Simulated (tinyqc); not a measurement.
X-ray photoelectron analysis of a thin oxide on a semiconductor: attenuation lengths, thickness, angle series and band offsets. Inputs raised by 2 %, one at a time. Computed by tinyqc, a small Python program. Command: `OMP_NUM_THREADS=1 python tinyqc.py 3114011 3114012 out.jsonl xps sens`. One thread of a shared host (Intel(R) Xeon(R) Processor @ 2.30GHz), about 0.01 s of CPU time with the checks.

The same element is seen in the oxide and in the substrate, at nearly the same kinetic energy; films are flat and uniform, and the work function is ignored.

Inputs (values chosen for the exercise, modelled on SiO2 on silicon):
```
quantity,value,unit
photon energy,1486.6,eV
binding energy of the core level,99.4,eV
oxide density,2.21,g/cm^3
oxide formula mass,60.08,g/mol
valence electrons per oxide formula,16,-
oxide gap,8.86,eV
substrate density,2.33,g/cm^3
substrate formula mass,28.09,g/mol
valence electrons per substrate formula,4,-
substrate gap,1.12,eV
oxide thickness d,1.8,nm
emission angle from the normal,45,degrees
attenuation length over inelastic mean free path,0.88,-
carbon overlayer,0.43,nm
counts in the two peaks together,700000,-
valence band offset used to make the data,4.62,eV
"core level less valence band top, substrate",98.98,eV
"core level less valence band top, thick oxide",98.41,eV
field in the oxide,0.66,MV/cm
```

Method:
- TPP-2M: lambda = E/(E_p^2 [b ln(c E) - C/E + D/E^2]) in angstrom, E_p = 28.8 sqrt(N_v rho/M), b = -0.10 + 0.944/sqrt(E_p^2 + E_g^2) + 0.069 rho^0.1, c = 0.191/sqrt(rho), U = N_v rho/M, C = 1.97 - 0.91 U, D = 53.4 - 20.8 U, with E = photon energy less binding energy in eV.
- Attenuation length L = factor x lambda.
- R_0 = (rho_o/M_o) L_o/((rho_s/M_s) L_s); peak ratio R = I_ox/I_sub = R_0 [exp(d/(L_o cos theta)) - 1]; hence d = L_o cos theta ln(1 + R/R_0). A carbon layer weakens both peaks alike, by exp(-d_C/(L_o cos theta)) if its L is taken equal to L_o. This R_0 leaves out intrinsic losses from the substrate peak, so calibrated values can be larger.
- With x = d/(L_o cos theta): d ln d/d ln R = (1 - exp(-x))/x = -d ln d/d ln R_0; counting error of R = 1/sqrt(N f (1 - f)), f the oxide share, which times the sensitivity gives that of d; an angle error adds tan(theta) d theta; d is proportional to L_o at fixed R_0. Assumed errors: 5 % in R_0, 1 degree, 5 % in L_o.
- Valence band offset = (E_core - E_v)(substrate) - (E_core - E_v)(oxide) + (core level separation at the interface, oxide less substrate). The separation is made here from the given offset; a uniform field F that raises the binding energy towards the surface shifts the oxide peak by e F <z>, <z> = d/(1 - exp(-x)) - d/x, x = d/(L_o cos theta), being the mean distance from the interface. Conduction band offset = oxide gap - substrate gap - valence band offset.

Runs:
```
input moved,from,to,ratio R,L in the oxide (nm),apparent valence band offset (eV),counting error of d (%)
base run,-,-,0.61725,3.4084,4.6867,0.17333
photon energy (eV),1486.6,1516.33,0.60267,3.4661,4.6866,0.17478
oxide density (g/cm^3),2.21,2.2542,0.63079,3.3931,4.6868,0.17264
oxide gap (eV),8.86,9.0372,0.61523,3.4353,4.6867,0.17384
oxide thickness d (nm),1.8,1.836,0.63490,3.4084,4.6882,0.17164
emission angle from the normal (degrees),45,45.9,0.63143,3.4084,4.6868,0.17197
attenuation length over inelastic mean free path,0.88,0.8976,0.60019,3.4766,4.6866,0.17504
counts in the two peaks together,700000,714000,0.61725,3.4084,4.6867,0.17162
```

Exponents ln(y'/y) / ln(x'/x):
```
input,ratio R,L in the oxide,apparent valence band offset,counting error of d
photon energy,-1.207,0.848,-0.001,0.422
oxide density,1.096,-0.228,0.000,-0.202
oxide gap,-0.165,0.396,-0.001,0.149
oxide thickness d,1.424,0.000,0.016,-0.494
emission angle from the normal,1.147,0.000,0.001,-0.398
attenuation length over inelastic mean free path,-1.415,1.000,-0.002,0.497
counts in the two peaks together,0.000,0.000,0.000,-0.500
```

To which inputs is each result most sensitive?

Among the inputs moved here: ratio R answers most in size to oxide thickness d (exponent +1.424), and about equally to attenuation length over inelastic mean free path (-1.415); its exponent is below 0.0005 for counts in the two peaks together. L in the oxide answers most in size to attenuation length over inelastic mean free path (exponent +1.000), next to photon energy (+0.848); its exponent is below 0.0005 for oxide thickness d, emission angle from the normal, counts in the two peaks together. Apparent valence band offset answers most in size to oxide thickness d (exponent +0.016); its exponent is below 0.0005 for oxide density, counts in the two peaks together. Counting error of d answers most in size to counts in the two peaks together (exponent -0.500), and about equally to attenuation length over inelastic mean free path (+0.497), oxide thickness d (-0.494). Its exponent -0.500 in counts in the two peaks together: counting statistics.

Extremes, crossings and ranges named in words are read from the listed rows.
